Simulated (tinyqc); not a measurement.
Worked calculation: averaged masses of warped heavy- and light-hole bands. Values are carried at full precision from step to step, so a last printed digit may differ when a step is redone from the rounded ones.

Constants: Ry = 13.60569312 eV; a0 (Bohr radius) = 0.5291772105 angstrom; kB = 8.617333262e-05 eV/K; hbar^2/2m0 = 3.80998211 eV angstrom^2.

Values chosen for the exercise (near those of InAs; shifted at random, so the results belong to these values and not to a real crystal):
- g1 = 19.9 (Luttinger gamma1)
- g2 = 8.52 (gamma2)
- g3 = 9.2 (gamma3)
- eps = 15.52 (dielectric constant)
- mso = 0.086 m0 (split-off mass)
- Dso = 0.387 eV (spin-orbit splitting)
- T = 300 K (temperature)

## Other forms of the parameters

Dresselhaus-Kip-Kittel form E = c [A k^2 -/+ sqrt(B^2 k^4 + C^2 (kx^2 ky^2 + ky^2 kz^2 + kz^2 kx^2))] with A = g1, B = 2 g2, C^2 = 12 (g3^2 - g2^2). Spherical form: mu = (6 g3 + 4 g2)/(5 g1), delta = (g3 - g2)/g1, masses 1/(g1 (1 -/+ mu)). Effective rydberg R* = Ry/(g1 eps^2) and radius a* = a0 g1 eps.

A, B, |C|: 19.900  17.040  12.025

mu, delta: 0.8973  0.0342

spherical masses, heavy and light (m0): 0.4892  0.0265

R* = 2.84 meV
a* = 163.4 angstrom

delta/mu = 0.04 measures the warping against the spherical splitting.

## Masses along six directions

Four-band hole energies E = c k^2 f(u), c = hbar^2/2m0, f = g1 -/+ 2 sqrt(g2^2 + 3 (g3^2 - g2^2) s), s = ux^2 uy^2 + uy^2 uz^2 + uz^2 ux^2 for the unit vector u; minus for heavy, plus for light holes; the mass along u is 1/f.

Give s and both masses.

Masses (m0):

| direction | s | heavy | light |
|---|---|---|---|
| [100] | 0.00000 | 0.3497 | 0.0271 |
| [110] | 0.25000 | 0.5463 | 0.0263 |
| [111] | 0.33333 | 0.6667 | 0.0261 |
| [310] | 0.09000 | 0.4028 | 0.0268 |
| [311] | 0.15702 | 0.4532 | 0.0266 |
| [321] | 0.25000 | 0.5463 | 0.0263 |

The heavy mass grows by a factor of 1.91 from [100] to [111] while the light one shrinks by 4 %; 1/m_heavy + 1/m_light = 2 g1 in every direction.

## Density-of-states masses from three directions

m_d^(3/2) is the angular mean of m(u)^(3/2). The rule mean = (10 F[100] + 16 F[110] + 9 F[111])/35 is exact for cubic harmonics up to sixth order. Total m_d = (m_h^(3/2) + m_l^(3/2))^(2/3).

m^(3/2):

| direction | heavy | light |
|---|---|---|
| [100] | 0.20675 | 0.00445 |
| [110] | 0.40381 | 0.00427 |
| [111] | 0.54433 | 0.00422 |

m_d heavy, light (m0): 0.5280  0.0265

total = 0.5319 m0
share of light holes = 1.1 %

## Averages on a grid

Grid: n x n midpoints in cos(theta) from 0 to 1 and phi from 0 to pi/2, equal weights. m_d = <f^(-3/2)>^(2/3). Conductivity mass for one scattering time: 1/m_c = <|w|^2 f^(-5/2)>/<f^(-3/2)> with w = grad_k(k^2 f)/(2 k), that is |w|^2 = f^2 + |angular gradient of f|^2/4.

Use n = 40.

m_d heavy, light (m0): 0.5091  0.0265

m_c heavy, light (m0): 0.4482  0.0265

The three-direction rule differs from the grid by +3.70 % for heavy holes. Warping makes m_c of the heavy holes 12 % smaller than m_d; on a sphere the two are equal.

## Effective density of states

Nv = 2 (kT/(4 pi c))^(3/2) [m_h^(3/2) + m_l^(3/2) + mso^(3/2) exp(-Dso/kT)], c = hbar^2/2m0, parabolic bands, m_h and m_l the density-of-states masses from the grid; 1 angstrom^-3 = 1e24 cm^-3.

prefactor = 2.5094e+19 cm^-3

the three terms: 0.36330  0.00431  0.00000

Nv = 9.225e+18 cm^-3

shares (%): 98.8  1.2  0.0

kT/Dso = 0.07, small enough for the four-band form.

## Checks

- m_d and m_c of heavy holes for g2 = g3 against 1/(g1 - 2 g3): they agree to 1e-10 or better.
- m_d of heavy holes on grids of 40 and 160: both 0.5091.

tinyqc: `OMP_NUM_THREADS=1 python tinyqc.py 1050704 1050705 out.jsonl`; about 0.02 s, one thread, shared Intel(R) Xeon(R) Processor @ 2.30GHz.
